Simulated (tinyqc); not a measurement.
Hole subbands of a hard-walled well, four-band Luttinger model: one step. Levels at k = 0. Three cases, with inputs chosen for the exercise.

Problem. R and S vanish: HHn = c (g1 - 2 g2)(n pi/L)^2 - Zs and LHn = c (g1 + 2 g2)(n pi/L)^2 + Zs, c = hbar^2/2m0, hole energies counted downwards. Sort HH1 to HH4 and LH1, LH2.

Constants: hbar^2/2m0 = 3.80998211 eV angstrom^2.

Case 1.

Values chosen (out of a larger set: near those of InAs; not measured data):
- g1 = 20.09 (Luttinger gamma1)
- g2 = 8.52 (gamma2)
- L = 110 angstrom (well width along [001])

shear strain energy Zs = -0.0514417 eV

Case 2.

Values chosen (near those of AlAs; not measured data):
- g1 = 3.76 (Luttinger gamma1)
- g2 = 0.82 (gamma2)
- L = 85 angstrom (well width along [001])
- Zs = 0 eV (shear strain energy)

Case 3.

Values chosen (near those of AlAs; not measured data):
- g1 = 3.75 (Luttinger gamma1)
- g2 = 0.82 (gamma2)
- L = 65 angstrom (well width along [001])
- Zs = 0 eV (shear strain energy)

Give: a table of subband, E (eV).

Solution.

Case 1.

Levels:

| subband | E (eV) |
|---|---|
| HH1 | 0.0609 |
| LH1 | 0.0639 |
| HH2 | 0.0894 |
| HH3 | 0.1367 |
| HH4 | 0.2031 |
| LH2 | 0.4101 |

The top subband is HH1, 3.0 meV from LH1. In so narrow a gap the light holes are also strongly non-parabolic.

Case 2.

Levels:

| subband | E (eV) |
|---|---|
| HH1 | 0.0110 |
| LH1 | 0.0281 |
| HH2 | 0.0441 |
| HH3 | 0.0993 |
| LH2 | 0.1124 |
| HH4 | 0.1765 |

The top subband is HH1, 17.1 meV from LH1.

Case 3.

Levels:

| subband | E (eV) |
|---|---|
| HH1 | 0.0188 |
| LH1 | 0.0480 |
| HH2 | 0.0751 |
| HH3 | 0.1690 |
| LH2 | 0.1919 |
| HH4 | 0.3005 |

The top subband is HH1, 29.2 meV from LH1.

Computed by tinyqc, one run a case: `OMP_NUM_THREADS=1 python tinyqc.py N N+1 out.jsonl` with N = 1251091, 1251260, 1251501; one thread of a shared Intel(R) Xeon(R) Processor @ 2.30GHz, about 0.4 s a run at most.
